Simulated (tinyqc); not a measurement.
Resistance of a source-drain extension with a graded tip: one step of the calculation.

y runs along the channel, the gate covers y > 0. The doping is N0 for y < y0 and N0 10^(-(y - y0)/la) beyond, uniform over the depth xj. Sheet conductance s(y) = q mu(N) max(N - Nch, 0) xj + (for y > 0) ma Cox Vo, with mu(N) = u0 + (u1 - u0)/(1 + (N/Nr)^au) and Cox = eps0 eox/tox. Current is taken as one-dimensional; depletion of the tip, spreading and the contact are left out. The metallurgical junction lies at yj, where N = Nch.

Problem. Sheet resistances and junction position. yj = y0 + la log10(N0/Nch); sheet resistance of the full extension 1/[q mu(N0)(N0 - Nch) xj] and of the gate-induced layer 1/(ma Cox Vo); metallurgical length Lg - 2 yj; ye is where the doped and the gate-induced conductances are equal.

Values chosen for this exercise; mobility law close to that of holes in silicon:
- eox = 3.9 (relative permittivity of the gate insulator (close to silicon dioxide))
- tox = 1.3 nm (insulator thickness)
- N0 = 1.4e20 cm^-3 (active doping of the extension far from the gate)
- la = 5.3 nm/decade (lateral abruptness)
- y0 = 0.1 nm (position under the gate where the fall begins (gate edge at 0))
- xj = 9 nm (depth of the extension)
- Nch = 2.6e18 cm^-3 (channel doping)
- Vo = 0.72 V (gate overdrive)
- ma = 56 cm^2/(V s) (mobility of the gate-induced layer)
- u1 = 470.5 cm^2/(V s) (mobility at low doping)
- u0 = 44.9 cm^2/(V s) (mobility at high doping)
- Nr = 2.23e17 cm^-3 (reference doping)
- au = 0.719 (exponent)
- Lg = 30 nm (gate length)

Constants: q = 1.602176634e-19 C, eps0 = 8.8541878128e-14 F/cm where lengths are in cm. Results are converted to the units shown.

Give: yj; sheet resistance of the extension; sheet resistance of the induced layer; metallurgical length; ye; N at ye.

Solution.

yj = 9.2751 nm
sheet resistance of the extension = 1030.0 ohm/square
sheet resistance of the induced layer = 9337.0 ohm/square
metallurgical length = 11.450 nm
ye = 5.4136 nm
N at ye = 1.3918e19 cm^-3

The gate takes over 3.86 nm before the junction, where N is still 5.35 times the channel doping.

Computed by the program tinyqc: `OMP_NUM_THREADS=1 python tinyqc.py 2282212 2282213 out.jsonl`, one thread of a shared Intel Xeon 2.30GHz, about 0.03 s for the whole run.
